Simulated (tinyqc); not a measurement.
# Bandgap voltage reference from two bipolar transistors, step by step

Program tinyqc, `OMP_NUM_THREADS=1 python tinyqc.py 2062110 2062111 out.jsonl`; Intel Xeon 2.30GHz, shared host, one thread, about 0.02 s. Printed values are rounded.

Two transistors of area 1 and N carry the same current I. Is(T) = Is (T/T0)^eta exp[(Vg0 q/kB)(1/T0 - 1/T)], VBE1 = Vt ln(I/Is(T)) + I rb, VBE2 = Vt ln(I/(N Is(T))) + I rb/N. The amplifier forces I R1(T) = VBE1 - VBE2 + Vos, with R(T) = R (1 + tc (T - T0)) for both resistors, and the output is Vref = VBE1 + I R2(T). Base currents and the Early effect are neglected.

Inputs (values chosen for the exercise); values of the order met in silicon bipolar transistors: reference temperature T0 = 298 K; band-gap voltage extrapolated to 0 K Vg0 = 1.145 V; temperature exponent of the saturation current eta = 4; saturation current of the unit transistor at T0 Is = 5.2e-16 A; area ratio of the second transistor N = 10; resistor across which the difference of VBE falls, at T0 R1 = 3.3 kohm; temperature coefficient of both resistors tc = 0 ppm/K; offset of the amplifier Vos = -2.7 mV; series resistance of the unit transistor rb = 0 ohm; output resistor at T0 R2 = 34.1 kohm; temperature T = 273 K.

Constants: q = 1.602176634e-19 C, kB = 1.380649e-23 J/K. Results are converted to the units shown.

## Operating point at the reference temperature

Vt = kB T/q; I = (Vt ln N + Vos)/(R1(T) - rb (1 - 1/N)). Evaluate at T = T0.

Vt = 0.0256797 V
I = 17.0999 uA
Is(T) = 5.2e-16 A
VBE1 = 0.621865 V
I R2 = 0.583106 V
Vref = 1.20497 V

## Operating point at another temperature

Vt = kB T/q; I = (Vt ln N + Vos)/(R1(T) - rb (1 - 1/N)).

Vt = 0.0235253 V
I = 15.5967 uA
Is(T) = 6.17314e-18 A
VBE1 = 0.671833 V
I R2 = 0.531847 V
Vref = 1.20368 V

From T0 to T, VBE1 changes by 50.0 mV and I R2 by -51.3 mV, which leaves -1.29 mV in Vref.

## Resistor for zero slope at T0, ideal case

With tc = 0, Vos = 0 and rb = 0 the current is proportional to T, dVBE/dT = (VBE - Vg0 - (eta - 1) Vt)/T, and Vref has zero slope at T0 when Vref = Vg0 + (eta - 1) Vt0. Find VBE1, its slope, that Vref, R2/R1 and the curvature d2Vref/dT2 = -(eta - 1) kB/(q T0).

VBE1 = 0.623065 V
dVBE/dT = -2.00998 mV/K
Vref = 1.22204 V
R2/R1 = 10.1298
curvature = -0.867517 uV/K^2
